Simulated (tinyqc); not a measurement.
## Thermal resistances of a two-die stack

Inverse problem. Heat leaves through the lower die only, and the system is linear. Find the resistance R1 from the lower die to the coolant, R2 between the dies, and the rise of the upper die when both are powered.

Values chosen for this exercise:
```
symbol  value  unit                 meaning
P1         11     W  power of the lower die
P2         15     W  power of the upper die
```

rises of the lower and upper die with only the lower one powered (K): 8.69  8.69
rises of the lower and upper die with only the upper one powered (K): 11.85  17.7

Solution. With only the lower die powered no heat crosses R2, so both dies rise by P1 R1; the difference in the second test is P2 R2; rises add.

R1 = 0.790 K/W
R2 = 0.390 K/W
rise of the upper die = 26.4 K

tinyqc, about 0.02 s, one thread, Intel Xeon 2.30GHz (shared host): `OMP_NUM_THREADS=1 python tinyqc.py 2162228 2162229 out.jsonl`
